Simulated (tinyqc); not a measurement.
Photoconductance decay in a wafer: bulk and surface recombination modes, and iron detection by pair splitting: one step, computed by the program tinyqc. Command: `OMP_NUM_THREADS=1 python tinyqc.py 3111766 3111767 out.jsonl pcd walk`. One thread of a shared host (Intel(R) Xeon(R) Processor @ 2.30GHz), about 0.01 s of CPU time with the checks.

Both faces of the wafer have the same S; injection is low and all coefficients are constant. x runs from -W/2 to W/2.

Task: Decay rates of the even modes. Even modes cos(a x) obey b tan b = S W/(2 D) with b = a W/2, odd modes sin(a x) obey -b cot b = S W/(2 D); each decays at the rate 1/tau_b + D a^2.

Inputs (values chosen for the exercise, modelled on p-type silicon): thickness W = 150 micrometre; diffusivity D = 24.8 cm^2/s; bulk lifetime tau_b without iron = 1200 microsecond; surface recombination velocity S = 21000 cm/s.

Give: the table «The first four even modes: b, surface rate and decay time» with the columns b_n, surface rate D a^2 (1/s), decay time (microsecond), for n = 0, 1, 2, 3.

Result:

The first four even modes: b, surface rate and decay time:
```
n     b_n  surface rate D a^2 (1/s)  decay time (microsecond)
0  1.3599                8.1530e+05                    1.2253
1  4.1352                7.5392e+06                    0.1326
2  7.0187                2.1719e+07                    0.0460
3  9.9910                4.4010e+07                    0.0227
```
